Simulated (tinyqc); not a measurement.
Minority carriers and saturation current of a heavily doped emitter: two steps of the calculation.

n-type, parabolic bands, full ionisation. eta = (EF - Ec)/kB T solves N = Nc F12(eta), F12(x) = (2/sqrt(pi)) int_0^infinity sqrt(u)/(1 + exp(u - x)) du. The gap shrinks rigidly by dEg = a3 y^(1/3) + a4 y^(1/4) + a2 y^(1/2), y = N/1e18 cm^-3, an empirical law that is here taken as the true narrowing.

Parameters, values chosen for the exercise; band and dielectric values close to those of silicon: temperature T = 300 K; conduction-band density of states at 300 K Nc = 2.84e19 cm^-3; ionised donor density N = 2.2e19 cm^-3; minority-hole mobility mup = 160 cm^2/(V s); Auger coefficient Cn = 2e-31 cm^6/s; defect lifetime ts = 3.3 us; emitter width W = 260 nm; recombination velocity at the contact S = 6900 cm/s.

Constants: q = 1.602176634e-19 C, kB = 1.380649e-23 J/K, Vt = kB T/q. Results are converted to the units shown.

Question 1. Fermi level. Newton step on ln F12(eta) = ln(N/Nc): eta(new) = eta - ln(Nc F12/N) F12/Fm, Fm(x) = dF12/dx = (1/sqrt(pi)) int_0^infinity u^(-1/2)/(1 + exp(u - x)) du.

eta at the start (Boltzmann value) = -0.2553

Give: F12; Fm; eta after iteration 1.

Answer 1.

F12 = 0.6228
Fm = 0.5120
eta after iteration 1 = 0.01019

Question 2. Saturation current. 1/tau = Cn N^2 + 1/ts, D = mup Vt, L = sqrt(D tau); J0 = (q p0 D/L)(s + tanh(W/L))/(1 + s tanh(W/L)), s = S L/D; the share recombining inside is 1 - 1/[cosh(W/L)(1 + tanh(W/L)/s)].

p0 = 36.169347 cm^-3

Find: tau; L; s; J0; share recombining inside.

Answer 2.

tau = 10.298 ns
L = 2063.9 nm
s = 0.34429
J0 = 52.283 fA/cm^2
share recombining inside = 27.263 %

Bulk and contact share the loss.

Range of the model: Band tails, non-parabolic bands and incomplete ionisation are left out.

tinyqc, about 0.01 s, one thread, Intel Xeon 2.30GHz (shared host): `OMP_NUM_THREADS=1 python tinyqc.py 2330157 2330158 out.jsonl`
